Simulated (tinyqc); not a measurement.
Inside a calculation. Model: elastic trap-assisted tunnelling through a dielectric.

Numbers from tinyqc (`OMP_NUM_THREADS=1 python tinyqc.py 2370159 2370160 out.jsonl`; about 0.06 s on one thread of a shared Intel Xeon 2.30GHz). Printed values are rounded.

Emitter at x = 0 (Fermi level 0), collector at x = t (Fermi level -V), band edge U(x) = phi - F x, F = V/t. A trap at x has the energy E = U(x) - Et. With G(u) = (4/(3 F)) sqrt(mo/C) max(u, 0)^1.5, C = hbar^2/(2 m0): S1 = G(phi - E) - G(Et), S2 = G(Et) - G(phi - V - E), T1,2 = exp(-S1,2). The steady rate through one trap is nu T1 T2 (f1 - f2)/(T1 + T2), f1 = f(E), f2 = f(E + V), f(y) = 1/(1 + exp(y/Vt)); both contacts offer states at E.

Inputs (values chosen for the exercise); dielectric values close to those of hafnium oxide:
- T = 300 K (temperature)
- phi = 1.51 eV (barrier above the emitter Fermi level)
- mo = 0.19 m0 (tunnelling mass)
- t = 7.2 nm (thickness)
- Et = 1.26 eV (trap depth below the band edge of the dielectric)
- Nt = 1.9e17 cm^-3 (trap density)
- nu = 1e14 1/s (attempt frequency)
- n = 9 (points of the grid)
- V = 1.24 V (voltage)
- xa = 1.87 nm (left end of the grid)
- xb = 4.26 nm (right end of the grid)

Constants: q = 1.602176634e-19 C, kB = 1.380649e-23 J/K, hbar = 1.054571817e-34 J s, m0 = 9.1093837015e-31 kg, Vt = kB T/q, hbar^2/(2 m0) = 0.0380998212 eV nm^2. Results are converted to the units shown.

Range of the model: Phonon-assisted (inelastic) capture, chains of traps and a spread of trap depths are left out.

## Rate through a trap near the best position

n equally spaced x from xa to xb, where nearly all of the current flows; J = q Nt times the integral of the rate, by Simpson's rule.

```
point,x (nm),E (eV),S1,S2,f1 - f2,rate (1/s)
0,1.87000,-0.072056,9.9507,20.9937,0.941982,71878.1
1,2.16875,-0.123507,11.6426,20.1847,0.991653,1.69898e5
2,2.46750,-0.174958,13.3613,19.3209,0.998851,4.04984e5
3,2.76625,-0.226410,15.1065,18.4056,0.999843,9.78938e5
4,3.06500,-0.277861,16.8777,17.4415,0.999979,1.69673e6
5,3.36375,-0.329313,18.6745,16.4311,0.999997,7.01392e5
6,3.66250,-0.380764,20.4967,15.3762,1.00000,1.24680e5
7,3.96125,-0.432215,22.3439,14.2789,1.00000,19771.5
8,4.26000,-0.483667,24.2157,13.1405,1.00000,3042.72
```

J = 0.00364008 A/cm^2

A converged quadrature gives 0.003814 A/cm^2; this grid is 4.6 % below that. The rate peaks at x = 3.06 nm; traps sink below the emitter Fermi level beyond x = 1.45 nm.

## The best-placed trap against direct tunnelling

xs = 3.06 nm

At x = xs: E, S1, S2 and the occupation (T1 f1 + T2 f2)/(T1 + T2). Direct tunnelling at E = 0 has S = (4/(3 F)) sqrt(mo/C) [phi^1.5 - max(phi - V, 0)^1.5].

E = -0.277000 eV
S1 = 16.8478
S2 = 17.4580
occupation = 0.647978
S of direct tunnelling = 29.6541

The harder of the two steps has S = 17.5, 58.9 % of the direct exponent: the trap splits one long tunnelling path into two short ones.
